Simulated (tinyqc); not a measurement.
Thin-film transistor with exponential tail and deep states, accumulation layer: two steps of the calculation.

An undoped film in accumulation, thicker than the space-charge layer. With band bending psi the Fermi level lies E0 - psi below the band edge. Free electrons n = n0 exp(psi/Vt) carry the current; electrons in two exponential distributions of traps, a = a0 exp(psi/Va) and d = d0 exp(psi/Vp), do not. Linear regime, ohmic contacts, traps in equilibrium.

Parameters, values chosen for the exercise; values close to those of amorphous indium gallium zinc oxide:

| symbol | value | unit | meaning |
|---|---|---|---|
| T | 290 | K | temperature |
| eps_r | 10 |  | relative permittivity of the semiconductor |
| mb | 13 | cm^2/(V s) | band mobility |
| Tt | 360 | K | characteristic temperature of the tail |
| Td | 1460 | K | characteristic temperature of the deep states |
| Ci | 100 | nF/cm^2 | gate capacitance |
| WL | 10 |  | ratio W/L |
| Vd | 0.05 | V | drain voltage |
| Vg | 4.3 | V | gate voltage above flat band |

Constants: q = 1.602176634e-19 C, kB = 1.380649e-23 J/K, Vt = kB T/q, eps0 = 8.8541878128e-14 F/cm where lengths are in cm. Results are converted to the units shown.

Problem 1. Surface potential by Newton steps. Va = kB Tt/q, Vp = kB Td/q. G(psi) = sum over the three kinds of c0 [V (exp(psi/V) - 1) - psi], field F = sqrt(2 q G/(eps0 eps_r)); Vg = psi + eps0 eps_r F/Ci at the surface. f = psi + eps0 eps_r F/Ci - Vg, f' = 1 + q rho/(Ci F) with rho = sum c0 (exp(psi/V) - 1); psi(new) = psi - f/f'.

psi after iteration 1 = 0.59485752 V
n0 = 4.4961148e8 cm^-3
a0 = 1.0384202e11 cm^-3
d0 = 9.4590349e14 cm^-3

Give: F; f; f'; psi after iteration 2.

Solution 1.

F = 583.98 kV/cm
f = 1.4655 V
f' = 88.719
psi after iteration 2 = 0.57834 V

Problem 2. Free and total charge, current. Total charge Q = Ci (Vg - psi_s); free charge Qf = q times the integral of n0 (exp(psi/Vt) - 1)/F over psi from 0 to psi_s; I = (W/L) mb Qf Vd; effective mobility mb Qf/Q.

psi_s = 0.575399321 V
n0 = 4.49611477e8 cm^-3
a0 = 1.03842021e11 cm^-3
d0 = 9.45903495e14 cm^-3

Give: surface densities; Q; Qf; effective mobility; I.

Solution 2.

surface densities (cm^-3): free 4.4920e18, tail 1.1793e19, deep 9.1637e16
Q = 372.46 nC/cm^2
Qf = 70.731 nC/cm^2
effective mobility = 2.4687 cm^2/(V s)
I = 459.75 nA

Computed by the program tinyqc: `OMP_NUM_THREADS=1 python tinyqc.py 2610128 2610129 out.jsonl`, one thread of a shared Intel Xeon 2.30GHz, about 0.02 s for the whole run.
